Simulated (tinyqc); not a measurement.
Plane-wave Kohn-Sham cycle with exchange-only LDA in a layered model solid, step by step. One step of it, computed by the program tinyqc.

Question. Iteration 2: Hamiltonian at one k. H(m,m') = (k + G_m)^2/2 delta + V(G_m - G_m'), with V(-G) = V(G).

A solid whose potential varies along x alone (atomic units):
```
parameter                      value
period a                    4.300000
cross-section of the cell  25.000000
electrons per cell                 2
grid points                       16
plane waves -n..n, n               2
k points                           2
V1 in V1 cos(2 pi x/a)     -0.580000
V2 in V2 cos(4 pi x/a)      0.050000
```

V(G_m), m = 0, 1, 2, ... (hartree): [-0.243599, -0.283840, 0.028413, -0.000300, 0.000097]

k = 0.250000 2 pi / a

Give: H.

Answer.

H (hartree), order -2, -1, +0, +1, +2:
$$\begin{pmatrix}
3.0258 & -0.2838 & 0.0284 & -0.0003 & 0.0001 \\
-0.2838 & 0.3569 & -0.2838 & 0.0284 & -0.0003 \\
0.0284 & -0.2838 & -0.1769 & -0.2838 & 0.0284 \\
-0.0003 & 0.0284 & -0.2838 & 1.4245 & -0.2838 \\
0.0001 & -0.0003 & 0.0284 & -0.2838 & 5.1609
\end{pmatrix}$$
